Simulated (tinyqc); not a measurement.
## Trap depth and cross-section from two peaks

Question. A DLTS peak lies where ew = sn g T^2 exp(-Et/kB T), g = vth Nc/(300 K)^2. Find Et and sn.

Parameters, values chosen for the exercise: conduction-band density of states at 300 K Nc = 2.26e18 cm^-3; thermal velocity at 300 K vth = 2.6e7 cm/s.

Constants: q = 1.602176634e-19 C, kB = 1.380649e-23 J/K. Results are converted to the units shown.

peak temperatures for ew = 10 and 500 1/s (K): [343.99908, 417.97203]

Solution. The slope of ln(ew/T^2) against q/kB T is -Et, and the intercept is ln(sn g).

Et = 0.5900 eV
sn = 5.700e-17 cm^2

Program tinyqc, `OMP_NUM_THREADS=1 python tinyqc.py 2050016 2050017 out.jsonl`; Intel Xeon 2.30GHz, shared host, one thread, about 0.01 s.
